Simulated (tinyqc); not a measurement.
From results back to parameters: Lorentz oscillators and the Kramers-Kronig relations. Five cases, with inputs chosen for the exercise.

Problem. Below the gap a single undamped oscillator gives n^2 - 1 = Eo Ed/(Eo^2 - E^2) (Wemple-DiDomenico). Two refractive indices were computed from hidden Eo and Ed.

Case 1.

Values chosen (out of a larger set: line positions loosely like those of SiC; Lorentz tails absorb below the gap, where the real solid is clear; not measured data): Ea = 1.05 eV; Eb = 2.48 eV.

n(Ea) = 2.330823
n(Eb) = 2.414635

Case 2.

Values chosen (out of a larger set: line positions loosely like those of SiC; Lorentz tails absorb below the gap, where the real solid is clear; not measured data): Ea = 1.07 eV; Eb = 2.5 eV.

n(Ea) = 2.486947
n(Eb) = 2.585615

Case 3.

Values chosen: Ea = 1.13 eV; Eb = 2.5 eV.
n(Ea) = 2.922788
n(Eb) = 3.529016

Case 4.

Values chosen: Ea = 1.08 eV; Eb = 2.42 eV.
n(Ea) = 2.540502
n(Eb) = 3.583856

Case 5.

Values chosen: Ea = 0.9 eV; Eb = 2.02 eV.
n(Ea) = 1.569388
n(Eb) = 1.596310

Find: Eo; Ed; n at E = 0.
Solution. 1/(n^2 - 1) = Eo/Ed - E^2/(Eo Ed) is a straight line in E^2: slope -1/(Eo Ed), intercept Eo/Ed.

Case 1.

Eo = 7.90 eV
Ed = 34.4 eV
n at E = 0 = 2.314

Case 2.

Eo = 7.69 eV
Ed = 39.1 eV
n at E = 0 = 2.467

Case 3.

Eo = 3.98 eV
Ed = 27.6 eV
n at E = 0 = 2.817

Case 4.

Eo = 3.14 eV
Ed = 15.1 eV
n at E = 0 = 2.410

Case 5.

Eo = 7.76 eV
Ed = 11.2 eV
n at E = 0 = 1.563

Computed by tinyqc, one run a case: `OMP_NUM_THREADS=1 python tinyqc.py N N+1 out.jsonl` with N = 1651347, 1651413, 1651422, 1651457, 1651460; one thread of a shared Intel(R) Xeon(R) Processor @ 2.30GHz, about 0.2 s a run at most.
